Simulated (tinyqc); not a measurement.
## Convergence with the mesh in the empty well

In an empty well of width L and depth Vb, level k solves kw L/2 = (k - 1) pi/2 + arctan(sqrt((mw/mb)(Vb - E)/E)) with kw = sqrt(mw E/C), C = hbar^2/(2 m0). Mesh: N intervals across the well, hz = L/N, nodes at (i + 1/2) hz from an edge, mass (mw + mb)/2 on the interval that holds an interface, walls 3 L outside the edges; H_ii = C (1/m_(i-1/2) + 1/m_(i+1/2))/hz^2 + V_i, H_(i,i+1) = -C/(m_(i+1/2) hz^2). No field, no charge.

Values chosen for this exercise; material values close to those of In0.53Ga0.47As in InP: mass along z in the well mw = 0.042 m0; mass along z in the barriers mb = 0.0811 m0; barrier height Vb = 0.251 eV; well width L = 11 nm.

Constants: q = 1.602176634e-19 C, hbar = 1.054571817e-34 J s, m0 = 9.1093837015e-31 kg, hbar^2/(2 m0) = 0.0380998212 eV nm^2. Results are converted to the units shown.

The same in every row: exact E1 (meV) = 34.14.

Convergence with the mesh in the empty well:
```
N,E1 on the mesh (meV),error (%)
4,27.45,-19.6
8,32.02,-6.19
16,33.57,-1.66
32,33.99,-0.423
64,34.10,-0.106
128,34.13,-0.0266
```

What does the comparison show?

The error goes from -20 % to -0.027 %; between N = 32 and 64 it shrinks by a factor of 4.0, the 4 of a second-order scheme.

Computed by the program tinyqc: `OMP_NUM_THREADS=1 python tinyqc.py 2140114 2140115 out.jsonl`, one thread of a shared Intel Xeon 2.30GHz, about 0.3 s for the whole run.
